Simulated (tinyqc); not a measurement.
What moves the results: deformation potentials from a strained empirical pseudopotential. A value that a table varies takes the place of the one given here.

Diamond lattice, no spin-orbit coupling. Atomic form factor V(q) = a1 (q^2 - a2)/(a3 exp(a4 q^2) - 1) in rydberg with q in 1/bohr, for the unstrained cell. Under a strain e the reciprocal vectors and k go over into (1 + e)^(-1) G, the atoms sit at +/- tau with tau = (1 + e) a (1,1,1)/8 - zeta a (eyz, ezx, exy)/4, and H(G,G') = c |k + G|^2 delta + (V(q)/det(1 + e)) cos(q.tau), q = G - G', with the term q = 0 left out; c = hbar^2/2m0. The basis is fixed before straining: all G with |k + G|^2 up to 16 (2 pi/a)^2. k is given in units of 2 pi/a of the unstrained cell.

Constants: hbar^2/2m0 = 3.80998211 eV angstrom^2; Ry = 13.60569312 eV; a0 (Bohr radius) = 0.5291772105 angstrom.

Inputs chosen for the exercise (near those of Si; the results hold for these values, not for the real material): a = 5.425 angstrom (lattice constant); A = (0.538, 2.165, 2.044, 0.489) (a1 (Ry bohr^2), a2 (1/bohr^2), a3, a4 (bohr^2)); h = 0.001 (size of the test strain); kD = 0.82 2 pi/a (position of the Delta minimum); a1 = 0.538; a2 = 2.165; a3 = 2.044; a4 = 0.489.

## The internal displacement

Xu of L (level 5, the lowest empty one) and d from exy = eyz = ezx = h for several zeta: Xu = [E(L [111]) - E(L [1-1-1])]/((8/3) h), d = (single valence level - pair)/(3 sqrt(3) h). zeta = 0 strains the bonds with the lattice; zeta = 1 keeps all four bond lengths equal to first order.

Results:

| zeta | Xu (L) (eV) | d (eV) |
|---|---|---|
| 0.00 | 11.27 | 0.52 |
| 0.25 | 11.60 | -1.74 |
| 0.50 | 11.94 | -4.00 |
| 0.60 | 12.08 | -4.90 |
| 0.75 | 12.29 | -6.25 |
| 1.00 | 12.63 | -8.51 |

From zeta = 0 to 1, d goes from 0.52 to -8.51 eV and Xu (L) from 11.27 to 12.63 eV, both nearly linearly: the displacement is an optical-phonon mode, and d = d(0) - zeta d0/4 gives its deformation potential d0 = 36 eV. Leaving the relaxation out (zeta = 0 for 0.5) moves d by +4.52 eV, which reverses its sign, and Xu (L) by -0.67 eV. Tetragonal strain has no such freedom.

## Size of the test strain

e = diag(-h/2, -h/2, h). Xu = [E(Delta z) - E(Delta x)]/(1.5 h) at fixed kD, b = [E(Z) - E(X, Y)]/(4.5 h); one-sided from +h alone, central from +h and -h.

Results (eV):

| h | Xu one-sided | Xu central | b one-sided | b central |
|---|---|---|---|---|
| 0.0010 | 8.023 | 8.028 | -3.283 | -3.279 |
| 0.0025 | 8.015 | 8.028 | -3.290 | -3.279 |
| 0.0050 | 8.002 | 8.028 | -3.300 | -3.279 |
| 0.0100 | 7.977 | 8.029 | -3.321 | -3.280 |
| 0.0200 | 7.929 | 8.033 | -3.362 | -3.280 |
| 0.0300 | 7.884 | 8.040 | -3.404 | -3.282 |

From h = 0.001 to 0.03 the one-sided Xu drifts by -0.139 eV and the central one by +0.012 eV; for b the drifts are -0.121 and -0.002 eV. The central difference cancels the term of second order in the strain, so its error goes as h^2. At h = 0.02 the linear law errs by 1.2 % for the valley splitting and 2.5 % for the valence splitting.

## What each parameter of the potential does

Gaps from the valence top to level 8 at Gamma and level 5 at (kD,0,0) and L, and their deformation potentials [E(+h) - E(-h)]/(3 ln((1 + h)/(1 - h))) for e = +/- h 1, h = 0.002. The row for the lattice constant keeps V(q) without the volume factor, so it is not a strain. Each row changes one parameter from the base and keeps the others.

Results:

| case | Gamma (eV) | Delta (eV) | L (eV) | potential Gamma (eV) | potential Delta (eV) | potential L (eV) |
|---|---|---|---|---|---|---|
| base | 4.267 | 1.054 | 2.037 | -8.72 | 2.77 | -1.85 |
| a = 5.479 angstrom | 4.141 | 1.347 | 2.138 | -9.02 | 2.46 | -2.03 |
| a1 = 0.533 | 4.223 | 0.988 | 1.988 | -8.65 | 2.77 | -1.84 |
| a2 = 2.143 | 4.379 | 0.978 | 2.040 | -8.65 | 2.82 | -1.82 |
| a3 = 2.024 | 4.315 | 1.146 | 2.101 | -8.81 | 2.77 | -1.85 |
| a4 = 0.484 | 4.363 | 1.142 | 2.114 | -8.89 | 2.69 | -1.92 |

The largest shifts from the base row, up to three for each result and ties (the steps differ in size, so this ranks the rows, not the parameters). Gamma (eV): a -0.126, a2 +0.112, a4 +0.096. Delta (eV): a +0.292, a3 +0.092, a4 +0.087. L (eV): a +0.101, a4 +0.076, a3 +0.064. potential Gamma (eV): a -0.30, a4 -0.17, a3 -0.09. potential Delta (eV): a -0.31, a4 -0.08, a2 +0.05; unchanged at the printed digits by a1 and a3. potential L (eV): a -0.18, a4 -0.08, a2 +0.03; unchanged at the printed digits by a3.

Computed by tinyqc, a small Python program: `OMP_NUM_THREADS=1 python tinyqc.py 1850106 1850107 out.jsonl` (the numbers bound the seed that draws the inputs); one thread of a shared host (Intel(R) Xeon(R) Processor @ 2.30GHz), about 0.2 s for the whole set of steps.
